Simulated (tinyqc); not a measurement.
## LED efficiency against current

ABC model of an LED: J = q da (A n + Ba n^2 + Ca n^3), IQE = Ba n^2/(A n + Ba n^2 + Ca n^3), differential lifetime 1/(A + 2 Ba n + 3 Ca n^2).

Parameters, values chosen for the exercise: defect coefficient of the active layer A = 3.9e7 1/s; radiative coefficient of the active layer Ba = 3.6e-10 cm^3/s; Auger coefficient of the active layer Ca = 1.1e-30 cm^6/s; thickness of the active layer da = 18 nm.

Constants: q = 1.602176634e-19 C. Results are converted to the units shown.

Results:
```
J (A/cm^2),n (cm^-3),IQE (%),defect share (%),Auger share (%),differential lifetime (ns)
10,2.6079e17,70.612,29.332,0.056268,4.4054
50,6.4134e17,85.406,14.427,0.16737,1.9916
200,1.3322e18,92.133,7.4920,0.37505,0.99595
900,2.8782e18,95.563,3.5969,0.84043,0.46758
4000,6.0971e18,96.488,1.7144,1.7976,0.21970
70000,2.4978e19,92.536,0.40134,7.0626,0.049795
3e5,5.0018e19,86.580,0.18752,13.232,0.022569
1e6,8.7170e19,78.890,0.098043,21.012,0.011380
```

Estimate the missing row, J = 20000 A/cm^2.

Computed row:
```
J (A/cm^2),n (cm^-3),IQE (%),defect share (%),Auger share (%),differential lifetime (ns)
20000,1.3549e19,95.293,0.76194,3.9451,0.096154
```

With this row back in the table: The IQE goes from 70.6 through a maximum of 96.5 (at J = 4000 A/cm^2 among the rows listed) to 78.9 %. The exact peak, Q/(Q + 2) = 96.5 % with Q = Ba/sqrt(A Ca) = 55.0, lies at n = sqrt(A/Ca) = 5.95e18 cm^-3, J = 3810 A/cm^2, where the defect and Auger shares are equal. n goes as J^(0.56) at the low end and J^(0.46) at the high end.

Computed by the program tinyqc: `OMP_NUM_THREADS=1 python tinyqc.py 2300052 2300053 out.jsonl`, one thread of a shared Intel Xeon 2.30GHz, about 0.01 s for the whole run.
